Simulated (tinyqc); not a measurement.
Worked calculation: bound state in one dimension: Numerov shooting, finite differences, DVR. Computed by tinyqc, a small Python program that keeps every step. Settings: points = 96. Command: `OMP_NUM_THREADS=1 python tinyqc.py 31761 31762 out.jsonl` (the two numbers bound the seeds that draw the settings). One thread of a shared host (Intel(R) Xeon(R) Processor @ 2.60GHz), about 0.01 s of CPU time with the checks.

## Numerov steps at E = -12.4

One particle of mass 1 in V = -12.65 exp(-x^2/1.74^2) (atomic units), psi = 0 at both ends:
```
parameter                value
left end                    -7
right end                    7
intervals                   96
h                     0.145833
state sought (nodes)         1
```

k_i = 2 m (E - V_i); (1 + h^2 k_(i+1)/12) y_(i+1) = 2 (1 - 5 h^2 k_i/12) y_i - (1 + h^2 k_(i-1)/12) y_(i-1), from y_0 = 0, y_1 = 0.001.

Points along the way:
```
i           x          V           k               y
0   -7.000000  -1.18e-06  -24.799998        0.000000
1   -6.854167  -2.31e-06  -24.799995        0.001000
2   -6.708333  -4.43e-06  -24.799991        0.002552
3   -6.562500  -0.000008  -24.799983        0.005511
4   -6.416667  -0.000016  -24.799969        0.011511
5   -6.270833  -0.000029  -24.799942        0.023861
32  -2.333333  -2.094650  -20.610700  6520968.277100
33  -2.187500  -2.604253  -19.591494        1.27e+07
34  -2.041667  -3.192666  -18.414669        2.43e+07
35  -1.895833  -3.859422  -17.081155        4.56e+07
36  -1.750000  -4.600339  -15.599323        8.39e+07
37  -1.604167  -5.406994  -13.986012        1.50e+08
```

## Bisection on the node count

With more sign changes than the state has nodes (the last point included) the energy is too high, else too low; the bracket starts as -12.4 to -0.05.

Trials:
```
trial            E  sign changes  y at the right end   next
1      -6.22500000             3           -3.87e+11  lower
2      -9.31250000             1           -2.90e+17  raise
3      -7.76875000             2            1.53e+15  lower
4      -8.54062500             2            3.00e+15  lower
5      -8.92656250             1           -3.64e+16  raise
6      -8.73359375             1           -6.56e+15  raise
7      -8.63710937             1           -2.49e+14  raise
8      -8.58886719             2            1.67e+15  lower
9      -8.61298828             2            7.94e+14  lower
10     -8.62504883             2            2.95e+14  lower
11     -8.63107910             2            2.88e+13  lower
12     -8.63409424             1           -1.09e+14  raise
13     -8.63258667             1           -3.95e+13  raise
14     -8.63183289             1           -5.26e+12  raise
...            ...           ...                 ...    ...
29     -8.63171683             1           -3.17e+08  raise
30     -8.63171682             2            2.04e+08  lower
31     -8.63171683             1           -5.67e+07  raise
```

eigenvalue = -8.63171683 hartree

## The same grid by other methods

Three-point finite differences and the sine-DVR kinetic matrix of Colbert and Miller on the same points.

Lowest levels (hartree):
```
state  finite differences         DVR
0              -11.271627  -11.266812
1               -8.652581   -8.631509
2               -6.313958   -6.267764
3               -4.269323   -4.197833
```
